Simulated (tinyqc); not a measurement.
Slater-Koster d bands of an fcc metal, step by step. Values are carried at full precision from step to step, so a last printed digit may differ when a step is redone from the rounded ones.

Slater-Koster d bands. For a bond with direction cosines (l, m, n) the 5 x 5 block is dds Ps + ddp Pp + ddd (1 - Ps - Pp), the projectors on sigma, pi and delta states about the bond; for instance <xy|xy> = 3 l^2 m^2 dds + (l^2 + m^2 - 4 l^2 m^2) ddp + (n^2 + l^2 m^2) ddd, <xy|yz> = 3 l m^2 n dds + l n (1 - 4 m^2) ddp + l n (m^2 - 1) ddd and <3z2-r2|3z2-r2> = (n^2 - (l^2 + m^2)/2)^2 dds + 3 n^2 (l^2 + m^2) ddp + (3/4)(l^2 + m^2)^2 ddd. H(k) sums the blocks times cos(k.R) over the neighbours; the d level is the zero of energy; k in 2 pi/a.

Inputs chosen for the exercise (of the size met in Ru; shifted at random, so the results belong to these values and not to a real crystal): dds = -0.962 eV (dd sigma); ddp = 0.539 eV (dd pi); ddd = -0.058 eV (dd delta); k = (0.44, 0.42, 0.08) 2 pi/a (wave vector); Nd = 7 (d electrons per atom).

## The block of one bond

Direction (1,1,0)/sqrt2; its eigenvalues must be dds once, ddp twice and ddd twice.

block (eV), lower triangle:
```
             xy      yz      zx   x2-y2   3z2-r2
xy      -0.7360
yz            0  0.2405
zx            0  0.2985  0.2405
x2-y2         0       0       0  0.5390
3z2-r2   0.3914       0       0       0  -0.2840
```

## Levels at Gamma

Neighbours: twelve at (a/2)(1,1,0) and equivalents.

Summing the blocks at k = 0 gives E(t2g) = 3 dds + 4 ddp + 5 ddd, E(eg) = 1.5 dds + 6 ddp + 4.5 ddd.

levels (eV): t2g (threefold) -1.0200, eg (twofold) 1.5300

The t2g level lies lower, by 2.5500 eV.

## The Hamiltonian at one k

Sum over the neighbours.

H(k) (eV), lower triangle:
```
             xy       yz       zx    x2-y2  3z2-r2
xy       0.2691
yz      -0.2917  -0.4897
zx      -0.2876  -1.1360  -0.2578
x2-y2         0  -0.3266   0.3313  -0.0317
3z2-r2  -1.4897   0.1886   0.1912   0.0846  0.5101
```

## Levels and character

Diagonalise H; t2g is xy, yz, zx and eg the other two.

levels (eV): -1.6084  -1.0817  -0.2417  0.9795  1.9523

weights:
```
     band 1  band 2  band 3  band 4  band 5
t2g   0.997   0.525   0.178   0.827   0.474
eg    0.003   0.475   0.822   0.173   0.526
```

## Levels at points of symmetry

Coordinates: G (0, 0, 0), X (1, 0, 0), W (1, 0.5, 0), L (0.5, 0.5, 0.5), K (0.75, 0.75, 0); the others lie half way.

Levels (eV):

| k | band 1 | band 2 | band 3 | band 4 | band 5 |
|---|---|---|---|---|---|
| G | -1.020 | -1.020 | -1.020 | 1.530 | 1.530 |
| G-X 0.5 | -2.944 | -1.136 | 0.962 | 0.962 | 2.156 |
| X | -4.868 | -3.802 | 2.782 | 2.944 | 2.944 |
| W | -2.156 | -0.962 | -0.962 | 1.136 | 2.944 |
| L | -2.388 | -1.411 | -1.411 | 2.605 | 2.605 |
| L-G 0.5 | -1.704 | -0.591 | -0.591 | 1.443 | 1.443 |
| K | -3.448 | -1.837 | 1.285 | 1.521 | 2.479 |

On these points the bands run from -4.868 (X) to 2.944 eV (X and W).

## Second moment and the rectangular band

mu2 = z (dds^2 + 2 ddp^2 + 2 ddd^2)/5 per orbital, with z = 12. A rectangular band with the same mu2 has width W = sqrt(12 mu2), Fermi level W (Nd/10 - 1/2) and bond energy -W Nd (10 - Nd)/20 (Friedel).

mu2 = 3.6317 eV^2
W = 6.6016 eV
Fermi level = 1.3203 eV
bond energy per atom = -6.9316 eV

The bond energy is the attractive part alone; the repulsion between atoms, left out, cancels a large share of it in the cohesive energy.

## Checks

- Levels at Gamma from the formulas against H(0): they agree to 1e-10 or better.
- Second moment from the formula against the mean square level on the mesh: both 3.63171.

Program tinyqc; command `OMP_NUM_THREADS=1 python tinyqc.py 1450314 1450315 out.jsonl`; about 0.06 s on one thread of a shared Intel(R) Xeon(R) Processor @ 2.30GHz.
